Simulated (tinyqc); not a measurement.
What moves the results: donor level screened by free carriers (Yukawa potential). A value that a table varies takes the place of the one given here.

Potential -(q/(eps r)) exp(-ks r), q = e^2/(4 pi eps0). In units Ry* = Ry m/eps^2 and a* = a0 eps/m the problem is [-Laplacian - 2 exp(-x r)/r] psi = E psi with x = ks a*.

Converged values use 18 functions exp(-z r), z = 1.55^i, i = -11 to 6: S = 2/A^3, H = z_i z_j S - 2/(A + x)^2, A = z_i + z_j.

Screening wave number: Debye ks^2 = 4 pi q n/(eps kB T); Thomas-Fermi ks^2 = 6 pi q n/(eps EF) with EF = c (3 pi^2 n/gv)^(2/3)/m, c = hbar^2/2m0; the two are joined by 1/ks^2 = sqrt(1/ks_D^4 + 1/ks_TF^4). 1e18/cm^3 = 1e-6/angstrom^3, q = e^2/(4 pi eps0).

Constants: e^2/(4 pi eps0) = 14.39964547 eV angstrom; kB = 8.617333262e-05 eV/K; hbar^2/2m0 = 3.80998211 eV angstrom^2; Ry = 13.60569312 eV; a0 (Bohr radius) = 0.5291772105 angstrom.

Values chosen for the exercise (near those of a donor in Si, with one mean mass; not measured data):
- xs = (0.04, 0.19, 0.24, 0.47, 0.76, 0.85, 1.11) (values of x)
- m = 0.296 m0 (mass)
- eps = 11.9 (dielectric constant)
- gv = 6 (valleys)
- T = 77 K (temperature)
- nl = (0.0063, 0.021, 0.063, 0.21, 0.63, 2.1, 6.3) x 1e18/cm^3 (densities)
- n = 0.21 x 1e18/cm^3 (free-carrier density)

## Towards the loss of the bound state

First order (-1 + 2x), one-parameter (minimum of z^2 - 8 z^3/(2z + x)^2) and converged 1s energies in Ry*, and the mean radius in a*; a dash marks an unbound result.

Results:
```
x     first order  trial function  converged   <r>
0.04      -0.9200         -0.9223    -0.9223  1.50
0.19      -0.6200         -0.6685    -0.6686  1.55
0.24      -0.5200         -0.5955    -0.5958  1.57
0.47      -0.0600         -0.3219    -0.3246  1.77
0.76            -         -0.0986    -0.1094  2.39
0.85            -         -0.0528    -0.0674  2.80
1.11            -               -    -0.0036  9.20
```

First order loses the state at x = 0.5, the trial function reaches zero energy at x = 1.00, and the exact limit is 1.19. The radius starts at 1.5 a*, grows slowly at first (1.57 at x = 0.24), then steadily, and swells towards the end (9.2 at 1.11), where a single exponential fails: the binding vanishes as the square of the distance from 1.19.

## Binding against carrier density

Ry* = 28.4393 meV
a* = 21.274 angstrom

x from the joined ks; converged 1s binding (dash: x above 1.17, at or past the limit 1.19 where the state unbinds).

Results:
```
n (1e18/cm^3)  EF/kB T  1/ks (angstrom)      x  binding (meV)  n^(1/3) a*
0.0063            0.02            263.2  0.081          24.11       0.039
0.021             0.04            144.2  0.148          20.90       0.059
0.063             0.09             83.3  0.255          16.34       0.085
0.21              0.20             45.8  0.465           9.38       0.126
0.63              0.41             26.8  0.794           2.63       0.182
2.1               0.92             15.6  1.362              -       0.272
6.3               1.92             10.6  2.006              -       0.393
```

The binding falls from 24.1 to 2.6 meV (bare value 28.4); it passes half the bare value between 0.063 and 0.21 x 1e18/cm^3. The level is unbound, or bound by less than 0.001 Ry*, from 2.1 x 1e18/cm^3 on; as the density rises, it is lost by the time n^(1/3) a* reaches 0.27. x grows with exponent 0.50 in n at the start and 0.35 at the end (1/2 for Debye, 1/6 for Thomas-Fermi screening).

## What each parameter does

Ry* = Ry m/eps^2, a* = a0 eps/m, x = ks a* with the joined ks; converged binding. Each row changes one parameter from the base and keeps the others.

Results:
```
case                   1/ks (angstrom)      x  binding in Ry*  binding (meV)
base                              45.8  0.465           0.330           9.38
n = 0.315 x 1e18/cm^3             37.5  0.567           0.238           6.77
T = 137 K                         60.9  0.349           0.454          12.92
m = 0.332 m0                      45.7  0.415           0.381          12.15
eps = 10.9                        43.8  0.445           0.350          11.85
gv = 7                            45.7  0.465           0.329           9.37
```

The largest shifts from the base row, up to three for each result and ties (the steps differ in size, so this ranks the rows, not the parameters). 1/ks (angstrom): T +15.1, n -8.3, eps -2.0. x: T -0.115, n +0.103, m -0.050; unchanged at the printed digits by gv. binding in Ry*: T +0.125, n -0.092, m +0.051. binding (meV): T +3.54, m +2.77, n -2.61.

Computed by tinyqc, a small Python program: `OMP_NUM_THREADS=1 python tinyqc.py 1281740 1281741 out.jsonl` (the numbers bound the seed that draws the inputs); one thread of a shared host (Intel(R) Xeon(R) Processor @ 2.30GHz), about 0.02 s for the whole set of steps.
